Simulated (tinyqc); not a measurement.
One-sided p+-n junction, ionisation integral and breakdown: one step of the calculation.

A p+ layer at x < 0 and an n drift layer from x = 0. Depletion approximation, built-in voltage neglected. Local ionisation coefficients alpha_n = an exp(-(bn/E)^mx), alpha_p = ap exp(-(bp/E)^mx). Electrons move towards +x, holes towards x = 0.

Task. Field and ionisation coefficients on a grid. W = sqrt(2 eps0 eps_r V/(q N)), peak field E0 = q N W/(eps0 eps_r), falling linearly to 0 at W. Grid: 14 equal steps from 0 to fr W.

Values chosen for this exercise; material values close to those of silicon: relative permittivity eps_r = 11.8; prefactor of the electron ionisation coefficient an = 6.82e5 1/cm; field constant for electrons bn = 1.25e6 V/cm; prefactor of the hole ionisation coefficient ap = 1.52e6 1/cm; field constant for holes bp = 2.09e6 V/cm; exponent mx = 1; donor density of the drift layer N = 3.3e14 cm^-3; reverse voltage V = 386 V; share of the depleted width that the grid covers fr = 0.6.

Constants: q = 1.602176634e-19 C, eps0 = 8.8541878128e-14 F/cm where lengths are in cm. Results are converted to the units shown.

Give: W; x; E; alpha_n; alpha_p.

Result.

W = 39.058 um

```
point	x (um)	E (kV/cm)	alpha_n (1/cm)	alpha_p (1/cm)
0	0.000	197.65	1222.4	38.868
1	1.674	189.18	920.97	24.209
2	3.348	180.71	675.67	14.424
3	5.022	172.24	480.83	8.1668
4	6.696	163.77	330.35	4.3599
5	8.370	155.30	217.85	2.1735
6	10.044	146.83	136.93	0.99994
7	11.717	138.36	81.307	0.41830
8	13.391	129.89	45.106	0.15619
9	15.065	121.42	23.048	0.050827
10	16.739	112.95	10.649	0.013977
11	18.413	104.47	4.3410	0.0031175
12	20.087	96.003	1.5104	5.3360e-4
13	21.761	87.532	0.42843	6.4902e-5
14	23.435	79.062	0.092766	5.0261e-6
```

tinyqc, about 0.06 s, one thread, Intel Xeon 2.30GHz (shared host): `OMP_NUM_THREADS=1 python tinyqc.py 2120039 2120040 out.jsonl`
